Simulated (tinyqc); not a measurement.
# Input admittance of a MOSFET at zero drain bias: distributed channel and distributed gate: two studies

Source and drain grounded, strong inversion, w = 2 pi f, Cox = eps0 eox/tox. The channel is an RC line of resistance 1/(mu Cox Vo) per square fed from both ends, so one finger has the intrinsic admittance y = i w Cox L tanh(g)/g per width, g = (1/2) sqrt(i w tau), tau = L^2/(mu Vo). The vertical resistance rv/L is in series with y, the overlaps 2 i w Cov in parallel: y_t = 1/(1/y + rv/L) + 2 i w Cov. The gate strip is a line of Rsh/L per length loaded by y_t, so a finger has Y = y_t Wf tanh(k)/k, k = (Wf/sd) sqrt(y_t Rsh/L); the device has Nf Y.

Parameters, values chosen for the exercise; values of the order met in silicon radio-frequency transistors:
- eox = 8.93 (relative permittivity of the gate insulator (close to aluminium oxide))
- tox = 12 nm (insulator thickness)
- L = 1.3 um (channel length)
- Wf = 2 um (finger width)
- Nf = 64 (number of fingers)
- mu = 150 cm^2/(V s) (channel mobility)
- Vo = 0.37 V (gate overdrive)
- Rsh = 17 ohm/square (sheet resistance of the gate)
- rv = 1.1 ohm um^2 (vertical resistivity of the gate stack)
- sd = 2 (number of ends at which a finger is contacted)
- Cov = 0.37 fF/um (overlap and fringe capacitance on each side)
- f = 0.59 GHz (frequency)

Constants: eps0 = 8.8541878128e-14 F/cm where lengths are in cm. Results are converted to the units shown.

Each table varies one quantity; the others keep the values above.

## Input impedance against frequency

Low-frequency limits, with c = Cox L and ct = c + 2 Cov: R_strip = Rsh Wf/(3 sd^2 L Nf), R_ch = (c/ct)^2 L/(12 mu Cox Vo Wf Nf), R_vert = (c/ct)^2 rv/(L Wf Nf), C = ct Wf Nf. Z = 1/(Nf Y) = R + 1/(i w C), Q = |Im Z|/R, far-point signal |1/cosh k|.

The same in every row: low-frequency R (ohm) = 19.65.

Results:
```
f (GHz)    w tau       |k|  R (ohm)  C (fF)      Q  signal at the far point
0.006    0.01148  0.002142    19.65    1191   1133                    1.000
0.02     0.03827  0.003910    19.65    1191  340.0                    1.000
0.04     0.07653  0.005530    19.65    1191  170.0                    1.000
0.3       0.5740   0.01513    19.64    1190  22.69                    1.000
0.9        1.722   0.02605    19.61    1185  7.610                    1.000
2          3.827   0.03787    19.46    1161  3.522                   0.9998
7          13.39   0.05826    17.64   931.3  1.384                   0.9990
20         38.27   0.07415    11.26   537.4  1.315                   0.9983
```

Estimate the missing row, f = 0.1 GHz.

Computed row:
```
f (GHz)   w tau       |k|  R (ohm)  C (fF)      Q  signal at the far point
0.1      0.1913  0.008743    19.65    1191  68.01                    1.000
```

With this row back in the table: R falls from 19.6 to 11.3 ohm and C falls from 1190 to 537 fF. Q goes as f^(-1.00) between the first two rows and f^(-0.05) between the last two, where w tau = 38.3 and |k| = 0.0741. The low-frequency limits hold both R and C within 5 % up to f = 2 GHz among the rows.

## Effect of the gate overdrive

Same model as above.

Effect of the gate overdrive:
```
Vo (V)   w tau      |k|  R (ohm)  low-frequency R (ohm)  C (fF)      Q  signal at the far point
0.2      2.088  0.02103    36.21                  36.32    1182  6.302                    1.000
0.35     1.193  0.02117    20.75                  20.77    1188  10.94                    1.000
0.5     0.8353  0.02120    14.54                  14.55    1190  15.59                    1.000
0.65    0.6426  0.02122    11.20                  11.20    1190  20.24                    1.000
0.8     0.5221  0.02123    9.107                  9.109    1191  24.88                    1.000
0.95    0.4396  0.02123    7.676                  7.677    1191  29.51                    1.000
1.1     0.3797  0.02123    6.635                  6.636    1191  34.14                    1.000
1.25    0.3341  0.02123    5.844                  5.844    1191  38.76                    1.000
```

What does the comparison show?

As Vo goes from 0.2 to 1.25, R falls from 36.2 to 5.84 ohm, C rises from 1180 to 1190 fF and Q rises from 6.30 to 38.8. Only the channel term depends on Vo.

tinyqc, about 0.01 s, one thread, Intel Xeon 2.30GHz (shared host): `OMP_NUM_THREADS=1 python tinyqc.py 2262202 2262203 out.jsonl`
